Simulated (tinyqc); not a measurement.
Free and trapped electrons in a MOS channel with a dense trap tail: one step of the calculation.

p-type body, charge-sheet picture, full ionisation (an idealisation for deep acceptors), Boltzmann statistics for free electrons. e = Ec - EF at the surface. Acceptor-like traps of density D(E) = D0 + De exp(-E/Ew) at depth E below Ec, from 0 to Eu, hold n_t = integral of D(E)/(1 + exp((e - E)/Vt)). psi = Eg - Vt ln(Nv/Na) - e; N_dep = sqrt(2 eps0 eps_r Na (psi - Vt)/q); n_f = sqrt(N_dep^2 + 2 eps0 eps_r Vt Nc exp(-e/Vt)/q) - N_dep; Vg = Vfb + psi + q (N_dep + n_t + n_f)/Cox, Cox = eps0 eox/tox.

Question. Trapped charge. Trapezoid rule on 12 equal steps from 0 to Eu, f = 1/(1 + exp((e - E)/Vt)).

Inputs (values chosen for the exercise); band and dielectric values close to those of 4H silicon carbide:
```
symbol   value         unit                                             meaning
T          300            K                                         temperature
D0      1.5e11  cm^-2 eV^-1  constant background density of acceptor-like traps
De      2.2e13  cm^-2 eV^-1          density of the tail at the conduction edge
Ew        0.11           eV                            decay energy of the tail
Eu        0.84           eV        depth below Ec down to which the traps reach
e        0.043           eV                              Ec - EF at the surface
```

Constants: q = 1.602176634e-19 C, kB = 1.380649e-23 J/K, Vt = kB T/q. Results are converted to the units shown.

Wanted: E; D(E) f; n_t.

Answer.

```
point	E (eV)	D(E) f (cm^-2 eV^-1)
0	0	3.529e12
1	0.07000	8.723e12
2	0.1400	6.167e12
3	0.2100	3.405e12
4	0.2800	1.875e12
5	0.3500	1.063e12
6	0.4200	6.333e11
7	0.4900	4.058e11
8	0.5600	2.854e11
9	0.6300	2.216e11
10	0.7000	1.879e11
11	0.7700	1.701e11
12	0.8400	1.606e11
```

n_t = 1.749e12 cm^-2

Computed by the program tinyqc: `OMP_NUM_THREADS=1 python tinyqc.py 2222159 2222160 out.jsonl`, one thread of a shared Intel Xeon 2.30GHz, about 0.02 s for the whole run.
